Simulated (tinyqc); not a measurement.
Against doping: dopants and charged point defects at anneal temperature: Fermi-level effect, clustering and pairing. Computed by tinyqc, a small Python program. Command: `OMP_NUM_THREADS=1 python tinyqc.py 3017696 3017697 out.jsonl pairing walk`. One thread of a shared host (Intel(R) Xeon(R) Processor @ 2.30GHz), about 0.02 s of CPU time with the checks.

Boltzmann statistics and full ionisation of active dopants. Energies are counted from the valence band; the defect (a vacancy or self-interstitial) has five charge states, with all degeneracy factors one.

Inputs (values chosen for the exercise, for a model semiconductor):
```
quantity                                         value   unit
gap at 0 K E_g0                                   3.53     eV
Varshni alpha                                 0.000343   eV/K
Varshni beta                                       587      K
electron mass m_e                                0.484    m_0
valleys M_c                                          3      -
hole mass m_h                                     1.95    m_0
anneal temperature T                              1450      K
total dopant density N                         4.8e+19  cm^-3
formation enthalpy of the neutral defect H_f       5.2     eV
formation entropy S_f                              5.4    k_B
site density N_s                               4.6e+22  cm^-3
dopant atoms per cluster k                           4      -
cluster binding energy E_b                        2.43     eV
```

Dopant: donor. Second part: clustering of the dopant.

defect levels as fractions of E_g(T): (2+/+), (+/0), (0/-), (-/2-): 0.11  0.23  0.41  0.8

Constants: m_0 = 9.1093837015e-31 kg; k_B = 1.380649e-23 J/K; h = 6.62607015e-34 J s; k_B = 8.617333262e-05 eV/K.

Method:
- E_g = E_g0 - alpha T^2/(T + beta).
- N_c = 2 M_c (2 pi m_e k_B T/h^2)^(3/2) and N_v = 2 (2 pi m_h k_B T/h^2)^(3/2), masses in units of m_0.
- n_i = sqrt(N_c N_v) exp(-E_g/2 k_B T); E_i = E_g/2 + (k_B T/2) ln(N_v/N_c).
- n = A/2 + sqrt(A^2/4 + n_i^2) for an active density A.
- k ionised dopants and k carriers form one neutral cluster: C = N_s (A/N_s)^k (n/N_b)^k exp(E_b/k_B T), N_b the effective density of states of the majority band, and N = A + k C (60 bisections in ln A between ln N - 90 and ln N).
- chi = n/n_i (for acceptors n_i/p); E_F = E_i + k_B T ln chi; field enhancement h = 1 + A/sqrt(A^2 + 4 n_i^2).
- C_0 = N_s exp(S_f/k_B) exp(-H_f/k_B T). Ratios to the neutral state at E_F = E_i: r_+ = exp((E(+/0) - E_i)/k_B T), r_2+ = r_+ exp((E(2+/+) - E_i)/k_B T), r_- = exp((E_i - E(0/-))/k_B T), r_2- = r_- exp((E_i - E(-/2-))/k_B T); at other E_F state q scales as chi^(-q). The enhancement is sum r_q chi^(-q)/sum r_q. The charge on the defects is left out of neutrality.
- chi = n/n_i; h = 1 + A/sqrt(A^2 + 4 n_i^2); the dopant diffusivity over its intrinsic value is D/D_i = enhancement x h x A/N, if every charge state carries the dopant equally well.

E_g = 3.17597 eV

k_B T = 0.124951 eV

n_i = 1.33748e+15 cm^-3

E_i = 1.64994 eV

effective density of states N_b of the majority band = 2.69359e+20 cm^-3

neutral defects C_0 = 8.59529e+06 cm^-3

Charge states:
```
state      ratio r  intrinsic (cm^-3)  doped (cm^-3)
2+     1.92204e-08        1.65205e-01    1.28593e-10
+      6.37098e-04        5.47604e+03    1.52779e-01
0      1.00000e+00        8.59529e+06    8.59529e+06
-      1.61741e+01        1.39021e+08    4.98291e+12
2-     1.29576e-02        1.11374e+05    1.43084e+14
```

Trend at the anneal temperature:
```
N (cm^-3)  active A (cm^-3)         chi  defect enhancement  mean charge       D/D_i
4.00e+13         4.0000e+13  1.0151e+00          1.0142e+00      -0.9433  1.0294e+00
2.50e+14         2.5000e+14  1.0978e+00          1.0922e+00      -0.9475  1.1938e+00
1.60e+15         1.6000e+15  1.7634e+00          1.7199e+00      -0.9675  2.6028e+00
9.90e+15         9.9000e+15  7.5347e+00          7.1913e+00      -0.9979  1.4134e+01
6.20e+16         6.2000e+16  4.6377e+01          4.5322e+01      -1.0345  9.0602e+01
3.90e+17         3.9000e+17  2.9160e+02          3.3856e+02      -1.1892  6.7711e+02
2.40e+18         2.4000e+18  1.7944e+03          4.1161e+03      -1.5897  8.2323e+03
1.50e+19         1.5000e+19  1.1215e+04          1.0538e+05      -1.8998  2.1075e+05
9.60e+19         8.8093e+19  6.5865e+04          3.3325e+06      -1.9814  6.1161e+06
```

What does the comparison show, and why?

Well below n_i = 1.34e15 cm^-3 chi and the enhancement are near 1. At any doping d ln(enhancement)/d ln chi equals minus the mean charge, which goes from -0.94 to -1.98 over the rows.
